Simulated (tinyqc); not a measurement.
Metal-induced gap states at the contact of a metal chain and a two-band chain: one step. Density site by site. Three cases, with inputs chosen for the exercise.

Task: D1 = -Im G11/pi, D2 = (t g2)^2 D1, and each further period multiplies by l^2. The sum over all sites is (D1 + D2)/(1 - l^2). The Green functions stand in the order g1, g2.

The semiconductor alternates sites A at -Eg/2 and C at +Eg/2 with hopping -t; the gap runs from -Eg/2 to Eg/2. In the gap cosh(q a) = 1 + (Eg^2/4 - E^2)/(2 t^2) and the amplitude changes by -exp(-q a) a period. The metal has site energy 0 and hopping -tm; its end site has g_m = (E - i sqrt(4 tm^2 - E^2))/(2 tm^2). Sites 1, 2, ... count into the semiconductor, with energies e1, e2 alternating. The clean half chain has g1 = 1/(E - e1 - t^2 g2), g2 = 1/(E - e2 - t^2 g1), decaying root. With the contact G11 = 1/(1/g1 - tc^2 g_m), and the density on site j is -Im G_jj/pi = |psi_j/psi_1|^2 (-Im G11/pi), per spin, with psi_2/psi_1 = -t g2, psi_3/psi_2 = -t g1.

Case 1.

Values chosen (out of a larger set: gap and optical dielectric constant near those of SiO2; the chain itself is a model; not measured data): t = 1.92 eV (hopping in the semiconductor).

l = 0.1825261

g1, g2 (1/eV): -0.1226517  0.4036908

G11 = -0.1248759-0.0355514i 1/eV

Case 2.

Values chosen (out of a larger set: gap and optical dielectric constant near those of SiC; the chain itself is a model; not measured data): t = 2.16 eV (hopping in the semiconductor).

l = 0.4953360

g1, g2 (1/eV): 0.3134559  -0.3387006

G11 = 0.2119335-0.1482697i 1/eV

Case 3.

Values chosen (out of a larger set: gap and optical dielectric constant near those of Si; the chain itself is a model; not measured data): t = 3.15 eV (hopping in the semiconductor).

l = 0.8415312

g1, g2 (1/eV): 0.3371677  -0.2515378

G11 = 0.2609800-0.1385330i 1/eV

Give: density on sites 1 to 8; Ds, the density per spin summed over the semiconductor.

Result:

Case 1.

density on sites 1 to 8 (1/eV): 0.01132  0.00680  0.00038  0.00023  0.00001  0.00001  0.00000  0.00000

Ds, the density per spin summed over the semiconductor = 0.01874 1/eV

The first period holds 97 % of the gap states at this energy.

Case 2.

density on sites 1 to 8 (1/eV): 0.04720  0.02526  0.01158  0.00620  0.00284  0.00152  0.00070  0.00037

Ds, the density per spin summed over the semiconductor = 0.09601 1/eV

The first period holds 75 % of the gap states at this energy.

Case 3.

density on sites 1 to 8 (1/eV): 0.04410  0.02768  0.03123  0.01961  0.02211  0.01388  0.01566  0.00983

Ds, the density per spin summed over the semiconductor = 0.24597 1/eV

The first period holds 29 % of the gap states at this energy.

Computed by tinyqc, one run a case: `OMP_NUM_THREADS=1 python tinyqc.py N N+1 out.jsonl` with N = 1452120, 1452332, 1452448; one thread of a shared Intel(R) Xeon(R) Processor @ 2.30GHz, about 0.01 s a run at most.
